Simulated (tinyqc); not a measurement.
Inside a calculation. Method: plane-wave Kohn-Sham cycle with exchange-only LDA in a layered model solid. Computed by tinyqc, a small Python program that keeps every step. Settings: points = 16, plane-wave index or count = 2, electrons = 2, k points = 1, area = 10.0, mixing = 0.1, iteration cap = 69, Kerker q0 = 0.52. Command: `OMP_NUM_THREADS=1 python tinyqc.py 30909 30910 out.jsonl` (the two numbers bound the seeds that draw the settings). One thread of a shared host (Intel(R) Xeon(R) Processor @ 2.60GHz), about 0.01 s of CPU time with the checks. Later iterations appear only in the table of the cycle.

## Iteration 1: potential

A solid whose potential varies along x alone (atomic units):
```
parameter,value
period a,5.100000
cross-section of the cell,10.000000
electrons per cell,2
grid points,16
"plane waves -n..n, n",2
k points,1
V1 in V1 cos(2 pi x/a),-0.130000
V2 in V2 cos(4 pi x/a),0.120000
```

density at the start, on the grid x_j = j a/N (e/bohr^3): 0.03921569  0.03921569  0.03921569  0.03921569  0.03921569  0.03921569  0.03921569  0.03921569  0.03921569  0.03921569  0.03921569  0.03921569  0.03921569  0.03921569  0.03921569  0.03921569

V_H(G) = 4 pi rho(G)/G^2 for G != 0 (uniform background); v_x = -(3 rho/pi)^(1/3); V = V_ext + V_H + v_x; Fourier components f(G_m) = (1/N) sum_j f(x_j) exp(-i G_m x_j).

Potentials on the grid (hartree):
```
x,V_ext,V_H,v_x,V
0.000000,-0.010000,0.000000,-0.334562,-0.344562
0.318750,-0.035252,0.000000,-0.334562,-0.369814
0.637500,-0.091924,0.000000,-0.334562,-0.426486
0.956250,-0.134602,0.000000,-0.334562,-0.469164
1.275000,-0.120000,0.000000,-0.334562,-0.454562
1.593750,-0.035104,0.000000,-0.334562,-0.369666
1.912500,0.091924,0.000000,-0.334562,-0.242638
2.231250,0.204957,0.000000,-0.334562,-0.129605
2.550000,0.250000,0.000000,-0.334562,-0.084562
2.868750,0.204957,0.000000,-0.334562,-0.129605
3.187500,0.091924,0.000000,-0.334562,-0.242638
3.506250,-0.035104,0.000000,-0.334562,-0.369666
3.825000,-0.120000,0.000000,-0.334562,-0.454562
4.143750,-0.134602,0.000000,-0.334562,-0.469164
4.462500,-0.091924,0.000000,-0.334562,-0.426486
4.781250,-0.035252,0.000000,-0.334562,-0.369814
```

V(G_m), m = 0, 1, 2, ... (hartree): -0.334562  -0.065000  0.060000  0.000000  0.000000

## Iteration 1: Hamiltonian at one k

k = 0.000000 2 pi / a

H(m,m') = (k + G_m)^2/2 delta + V(G_m - G_m'), with V(-G) = V(G).

H (hartree), lower triangle:
```
,-2,-1,+0,+1,+2
-2,2.701071
-1,-0.065000,0.424346
+0,0.060000,-0.065000,-0.334562
+1,0.000000,0.060000,-0.065000,0.424346
+2,0.000000,0.000000,0.060000,-0.065000,2.701071
```

## Iteration 1: levels at that k

Diagonalise the Hermitian matrix.

eigenvalues (hartree): -0.346712  0.362539  0.492070  2.702878  2.705498

## Iteration 1: new density

Motion across x is left out: the lowest 1 band(s) hold two electrons at each of the k points (j + 1/2)/nk - 1/2. Residual R = rho(out) - rho(in); rho(new) = rho(in) + 0.1 R, with R(G) scaled by G^2/(G^2 + 0.52^2) (Kerker). rho(out) = 2/(a A nk) sum |psi|^2 with psi = sum c exp(i G x). Harris energy E = band energy - dV sum rho (V_H/2 + v_x) + (3/4) dV sum rho v_x with rho(in), dV = a A/N, band energy = (2/nk) sum of the filled levels.

rho(out) (e/bohr^3): 0.04837124  0.04827434  0.04760447  0.04553974  0.04158030  0.03620002  0.03077643  0.02684864  0.02543184  0.02684864  0.03077643  0.03620002  0.04158030  0.04553974  0.04760447  0.04827434

density after iteration 1 (e/bohr^3): 0.03996492  0.03996553  0.03992936  0.03977304  0.03944215  0.03897506  0.03849702  0.03814911  0.03802351  0.03814911  0.03849702  0.03897506  0.03944215  0.03977304  0.03992936  0.03996553

energy per cell = -0.52614365 hartree

## Iteration 2: potential

As before.

Potentials on the grid (hartree):
```
x,V_ext,V_H,v_x,V
0.000000,-0.010000,0.007729,-0.336680,-0.338950
0.318750,-0.035252,0.007251,-0.336681,-0.364682
0.637500,-0.091924,0.005818,-0.336580,-0.422685
0.956250,-0.134602,0.003488,-0.336140,-0.467254
1.275000,-0.120000,0.000465,-0.335205,-0.454740
1.593750,-0.035104,-0.002832,-0.333877,-0.371813
1.912500,0.091924,-0.005821,-0.332506,-0.246403
2.231250,0.204957,-0.007906,-0.331501,-0.134451
2.550000,0.250000,-0.008654,-0.331137,-0.089791
2.868750,0.204957,-0.007906,-0.331501,-0.134451
3.187500,0.091924,-0.005821,-0.332506,-0.246403
3.506250,-0.035104,-0.002832,-0.333877,-0.371813
3.825000,-0.120000,0.000465,-0.335205,-0.454740
4.143750,-0.134602,0.003488,-0.336140,-0.467254
4.462500,-0.091924,0.005818,-0.336580,-0.422685
4.781250,-0.035252,0.007251,-0.336681,-0.364682
```

V(G_m), m = 0, 1, 2, ... (hartree): -0.334550  -0.062307  0.060092  0.000018  -0.000003

## Iteration 2: Hamiltonian at one k

k = 0.000000 2 pi / a

As before.

H (hartree), lower triangle:
```
,-2,-1,+0,+1,+2
-2,2.701084
-1,-0.062307,0.424359
+0,0.060092,-0.062307,-0.334550
+1,0.000018,0.060092,-0.062307,0.424359
+2,-0.000003,0.000018,0.060092,-0.062307,2.701084
```

## Iteration 2: levels at that k

As before.

eigenvalues (hartree): -0.345919  0.362605  0.491555  2.702748  2.705347

## Iteration 2: new density

As before.

rho(out) (e/bohr^3): 0.04784555  0.04779862  0.04726821  0.04540014  0.04164545  0.03643105  0.03111171  0.02723293  0.02582922  0.02723293  0.03111171  0.03643105  0.04164545  0.04540014  0.04726821  0.04779862

density after iteration 2 (e/bohr^3): 0.04060801  0.04061271  0.04055369  0.04026968  0.03965315  0.03877359  0.03786809  0.03720676  0.03696760  0.03720676  0.03786809  0.03877359  0.03965315  0.04026968  0.04055369  0.04061271

energy per cell = -0.52465014 hartree

## Convergence

Stop when sqrt(dV sum R^2) is below 1e-8, dV = a A/N.

Course of the cycle:
```
iteration,E (hartree),norm of the residual
1,-0.52614365,6.02e-02
2,-0.52465014,5.28e-02
3,-0.52351120,4.63e-02
4,-0.52264307,4.07e-02
5,-0.52198158,3.57e-02
6,-0.52147765,3.13e-02
7,-0.52109383,2.75e-02
8,-0.52080151,2.42e-02
9,-0.52057889,2.12e-02
10,-0.52040938,1.87e-02
11,-0.52028030,1.64e-02
...,...,...
59,-0.51986908,6.78e-05
60,-0.51986908,6.12e-05
61,-0.51986908,5.53e-05
62,-0.51986908,5.00e-05
63,-0.51986908,4.52e-05
64,-0.51986908,4.08e-05
65,-0.51986908,3.69e-05
66,-0.51986908,3.34e-05
67,-0.51986908,3.02e-05
68,-0.51986908,2.73e-05
69,-0.51986908,2.47e-05
```

Not converged within 69 iterations: the residual falls steadily but slowly, by a factor of about 0.90 a step. Reruns (cap 100 unless said): mixing 0.5, Kerker q0 1.0: converged in 30 (E = -0.51987); mixing 0.3, Pulay depth 5: converged in 8 (E = -0.51987); the original settings with a cap of 400: converged in 149 (E = -0.51987).
